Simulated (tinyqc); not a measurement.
What moves the zone average: special k points of the fcc lattice.

Lattice vectors in units of a: a1 = (0, 1/2, 1/2), a2 = (1/2, 0, 1/2), a3 = (1/2, 1/2, 0); reciprocal vectors b_i with a_i . b_j = 2 pi delta_ij. Mesh: k = sum_i f_i b_i with f_i = (2 j_i + shift)/(2 N), j_i = 0 .. N-1. The point group of the lattice has 48 operations; only those that map the mesh onto itself are used.

A_m(k) = sum over the m-th star of lattice vectors R of cos(k . R), stars in order of length: m = 1: |R|^2 = 0.5, 12 vectors, such as (1, 0, 0) in the basis a_i; m = 2: |R|^2 = 1, 6 vectors, such as (1, 1, -1) in the basis a_i; m = 3: |R|^2 = 1.5, 24 vectors, such as (2, 0, -1) in the basis a_i; m = 4: |R|^2 = 2, 12 vectors, such as (2, 0, 0) in the basis a_i; m = 5: |R|^2 = 2.5, 24 vectors, such as (2, 1, -1) in the basis a_i; m = 6: |R|^2 = 3, 8 vectors, such as (3, -1, -1) in the basis a_i. The zone mean of every A_m is zero.

Test function, the lower band of a two-band insulator: E(k) = -sqrt(D^2 + (e0 - t A_1(k))^2).

Inputs chosen for the exercise:

| symbol | value | unit | meaning |
|---|---|---|---|
| D | 1.6 | eV | half gap term |
| t | 0.5 | eV | coupling |
| e0 | 3.14 | eV | offset |
| N | 4 |  | points along each reciprocal vector |
| shift | 1 |  | half steps |

Mean of E over the mesh, and its error against the unshifted mesh with N = 24.

Results for these values:

| case | mean (eV) | error (meV) | irreducible points |
|---|---|---|---|
| base | -3.7512 | 1.64 | 10 |

What happens to each result for t = 0.65 eV, all else kept?

Answer: mean falls from -3.7512 to -3.9628; error falls from 1.64 to 0.14; irreducible points does not change at the printed digits.

The same for each parameter in turn:

| case | mean (eV) | error (meV) | irreducible points |
|---|---|---|---|
| base | -3.7512 | 1.64 | 10 |
| N = 5 | -3.7532 | -0.34 | 19 |
| shift = 0 | -3.7386 | 14.27 | 8 |
| D = 1.12 eV | -3.5401 | 3.75 | 10 |
| t = 0.65 eV | -3.9628 | 0.14 | 10 |

Program tinyqc; command `OMP_NUM_THREADS=1 python tinyqc.py 1680985 1680986 out.jsonl`; about 0.1 s on one thread of a shared Intel(R) Xeon(R) Processor @ 2.30GHz.
